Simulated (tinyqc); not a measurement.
# Changing the log10 of the dissolved activity a

Model: potential-pH (Pourbaix) lines of a metal, its cation, its oxide and an oxyanion, with a complexing ligand. Computed by tinyqc, a small Python program. Command: `OMP_NUM_THREADS=1 python tinyqc.py 3017081 3017082 out.jsonl pourb sweep`. One thread of a shared host (Intel(R) Xeon(R) Processor @ 2.30GHz), about 0.01 s of CPU time with the checks.

Potentials are against the standard hydrogen electrode; solids and water have unit activity; dG_f of M, H+ and the electron is zero; F = e N_A and s = R T ln(10)/F. The cation carries z = 2.

Inputs (values chosen for the exercise, modelled on copper):
```
quantity                value    unit
dG_f of the cation      64.31  kJ/mol
dG_f of the oxide     -130.99  kJ/mol
dG_f of the oxyanion  -204.99  kJ/mol
dG_f of water         -237.14  kJ/mol
temperature T          298.15       K
pH                        5.5       -
potential E              0.48       V
```

Species: M, M2+, MO, MO2(2-).

Constants: R = 8.314462618 J/(mol K); e = 1.602176634e-19 C; N_A = 6.02214076e+23 1/mol.

Method:
- M2+ + 2e = M; MO + 2H+ + 2e = M + H2O; MO2(2-) + 4H+ + 2e = M + 2H2O. For each, E0 = -dG/(z F), and E = E0 + (s/z) log10 a - (s n_H/z) pH, with no activity term for the oxide.
- Two oxidised species coexist where their lines against the metal cross: pH1 (cation/oxide) = [E0(oxide) - E0(cation)]/s - (log10 a)/z; pH2 (oxide/oxyanion) = {[E0(oxyanion) - E0(oxide)]/s + (log10 a)/z}/(4/z - 1).
- The metal is stable below the lowest of the three lines; above it, the species of the lowest line is stable. Water lines at 1 bar: hydrogen E = -s pH, oxygen E = -dG_f(water)/(2F) - s pH.

One run for each value:
```
log10 of the dissolved activity a     pH1     pH2  width of the oxide field, pH2 - pH1  upper limit of immunity (V)
-8                                 7.6650  10.290                               2.6254                      0.09663
-7                                 7.1650  10.790                               3.6254                      0.12621
-6                                 6.6650  11.290                               4.6254                      0.15579
-5                                 6.1650  11.790                               5.6254                      0.18536
-4                                 5.6650  12.290                               6.6254                      0.21494
-3                                 5.1650  12.790                               7.6254                      0.22471
-2                                 4.6650  13.290                               8.6254                      0.22471
-1                                 4.1650  13.790                               9.6254                      0.22471
```

Over the rows, pH1 falls from 7.67 to 4.17; pH2 rises from 10.3 to 13.8; width of the oxide field, pH2 - pH1 rises from 2.63 to 9.63.

Caution (all rows): other oxidation states, hydroxides and hydrides are left out, and the lines say nothing of rates.

Extremes, crossings and ranges named in words are read from the listed rows.
